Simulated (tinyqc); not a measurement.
# From island density N on a flat surface back to deposition rate F

Model: epitaxial growth on a vicinal surface: Burton-Cabrera-Frank step flow, step-edge barrier and island nucleation. Computed by tinyqc, a small Python program. Command: `OMP_NUM_THREADS=1 python tinyqc.py 3013376 3013377 out.jsonl stepflow inv`. One thread of a shared host (Intel(R) Xeon(R) Processor @ 2.30GHz), about 0.05 s of CPU time with the checks.

Adatoms land at rate F, hop on a square grid (a simplification for hexagonal faces), desorb, or join steps. Lengths are in units of a and n is the adatom coverage. Steps ascend at x = 0 and descend at x = l.

Inputs (values chosen for the exercise, close to those used for Ge(001)): site spacing a = 4 angstrom; step height h = 1.41 angstrom; diffusion barrier E_d = 0.605 eV; desorption energy E_a = 2.73 eV; adatom formation energy E_f = 1.05 eV; step-edge barrier E_s = 0 eV; attempt frequency nu = 1 THz; miscut angle = 2 degrees; temperature T = 620 C; critical nucleus size i = 1.

Constants: k_B = 8.617333262e-05 eV/K.

Method:
- D = nu exp(-E_d/(k_B T)) (a^2/s, nu counted per direction); tau = exp(E_a/(k_B T))/nu; x_s = sqrt(D tau); n_eq = exp(-E_f/(k_B T)); terrace width l = h/(a tan(miscut)); Schwoebel length l_s = exp(E_s/(k_B T)) - 1.
- Temperatures in kelvin are T(C) + 273.15.
- D n'' - n/tau + F = 0 with n(0) = n_eq and -l_s n'(l) = n(l) - n_eq. With u = n - F tau, A = n_eq - F tau, y = l/x_s, s = l_s/x_s: u = A cosh(x/x_s) + B sinh(x/x_s), B = A (1 - cosh y - s sinh y)/(sinh y + s cosh y). Flux into the ascending step J+ = D B/x_s, over the descending one J- = -(D/x_s)(A sinh y + B cosh y); step velocity J+ + J-; growth rate (J+ + J-)/l. For small y: J+ + J- = (F - n_eq/tau) l, J-/J+ = l/(l + 2 l_s).
- The coverage peaks where n' = 0, tanh(x/x_s) = -B/A.
- Island density on a flat surface without desorption: N = 0.25 (F/D)^(i/(i+2)) exp(E_i/((i+2) k_B T)) per site, with E_i = 0 for i = 1; spacing l_n = N^(-1/2). Step flow needs an effective width l_eff = 2 x(peak) below l_n.

Problem. A run gave the result below. Find the deposition rate F, known to lie between 0.27 and 0.49 layers/s.

island density N on a flat surface = 0.0002375177 per site

Solution.

Each step takes the trial c = (a f_b - b f_a)/(f_b - f_a), f being the result less the target and a, b, c the logarithms of the listed values; c replaces end b, the old b replaces a if the sign of f changed, and otherwise f_a is halved.

Scan of the range:
```
deposition rate F (layers/s)  island density N on a flat surface (per site)
0.270                                                           2.21993e-04
0.298                                                           2.29416e-04
0.329                                                           2.37110e-04
0.364                                                           2.45237e-04
0.402                                                           2.53490e-04
0.444                                                           2.62027e-04
0.490                                                           2.70780e-04
```

False position (Illinois rule, in the logarithm of the input) inside the bracket:
```
step     end a     end b     trial  island density N on a flat surface (per site)
1     0.329000  0.364000  0.330673                                    2.37511e-04
2     0.364000  0.330673  0.330699                                    2.37518e-04
3     0.364000  0.330699  0.330700                                    2.37518e-04
4     0.330699  0.330700  0.330700                                    2.37518e-04
```

Island density N on a flat surface rises at every point of a 13-point scan of the range (every second point is shown), so one value fits; it is bracketed by 0.329 and 0.364. The scan shows a pure power law with exponent 0.3333, so scaling from any one row also gives the answer directly. Answer: deposition rate F = 0.3307 layers/s.

Caution: the prefactor 0.25 and the criterion are estimates, good to a factor of about two in length.
